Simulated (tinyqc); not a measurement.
Stability and critical current from long pulses.

Problem. For long pulses a magnetic tunnel junction switches at I = Ic0 [1 - ln(tp/t0)/Delta]. Find Ic0 and Delta.

Parameters, values chosen for the exercise:

| symbol | value | unit | meaning |
|---|---|---|---|
| t0 | 1 | ns | attempt time |

switching current for pulses of 0.0001 and 1 s (uA): 11.082888  9.7191667

Solution. I is linear in ln tp: it equals Ic0 at tp = t0, and the slope is -Ic0/Delta.

Ic0 = 12.79 uA
Delta = 86.36

tinyqc, about 0.01 s, one thread, Intel Xeon 2.30GHz (shared host): `OMP_NUM_THREADS=1 python tinyqc.py 2450106 2450107 out.jsonl`
